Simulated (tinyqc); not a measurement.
## Tunnelling through a two-layer gate stack, WKB transmission and Tsu-Esaki current: effect of temperature

Electrons leave the emitter at x = 0. Energies E (motion across the layers) are in eV from the emitter Fermi level; the collector Fermi level lies at -V and offers states at every E. No charge in the dielectric and no image force: F1 = V/(t1 + t2 eps1/eps2), F2 = F1 eps1/eps2; U = phi1 - F1 x in layer 1 and phi2 - F1 t1 - F2 (x - t1) in layer 2. With C = hbar^2/(2 m0), kappa = sqrt(m (U - E)/C) where U > E and 0 elsewhere; T(E) = exp(-S), S = 2 times the integral of kappa over x.

Each layer adds (2/F) sqrt(m/C) [G(u at its left edge) - G(u at its right edge)] to S, with u = U - E (0 where negative) and G(u) = (2/3) u^1.5. J = J0 times the integral of T(E) N(E) dE, N = ln[(1 + exp(-E/Vt))/(1 + exp((-E - V)/Vt))], J0 = q^2 me m0 kB T/(2 pi^2 hbar^3) (times 1e-4 for A/cm^2 per eV), from E = -Ef to far above the barrier (T = 1 there), by quadrature converged to the digits shown.

Parameters, values chosen for the exercise; layer 1 close to silicon dioxide, layer 2 close to hafnium oxide:
```
symbol  value  unit                                                        meaning
Ef          3    eV              Fermi energy of the emitter above its band bottom
me          1    m0                            emitter mass in the supply function
phi1     3.22    eV  barrier of layer 1 above the emitter Fermi level at zero bias
m1       0.48    m0                                     tunnelling mass of layer 1
t1        0.8    nm                                           thickness of layer 1
eps1     3.95                                     relative permittivity of layer 1
phi2     1.57    eV                                barrier of layer 2 at zero bias
m2       0.21    m0                                     tunnelling mass of layer 2
t2        1.7    nm                                           thickness of layer 2
eps2     22.2                                     relative permittivity of layer 2
V         1.1     V                                  voltage across the dielectric
```

Constants: q = 1.602176634e-19 C, kB = 1.380649e-23 J/K, hbar = 1.054571817e-34 J s, m0 = 9.1093837015e-31 kg, Vt = kB T/q, hbar^2/(2 m0) = 0.0380998212 eV nm^2. Results are converted to the units shown.

Effect of temperature:
```
T (K),J (A/cm^2),mean E of the current (eV)
50,62.13,-0.3725
100,62.33,-0.3712
200,63.16,-0.3663
300,64.59,-0.3577
400,66.71,-0.3453
500,69.68,-0.3280
600,73.83,-0.3038
750,84.12,-0.2414
```

Between 50 and 300 K the current changes by a factor of 1.04, and between 300 and 750 K by 1.30; the mean energy of the current rises from -0.372 to -0.241 eV. The transmission grows by a factor e over d = 0.147 eV near E = 0, equal to kB T/q at 1710 K: far below that temperature the thermal tail adds little.

Computed by the program tinyqc: `OMP_NUM_THREADS=1 python tinyqc.py 2540115 2540116 out.jsonl`, one thread of a shared Intel Xeon 2.30GHz, about 0.06 s for the whole run.
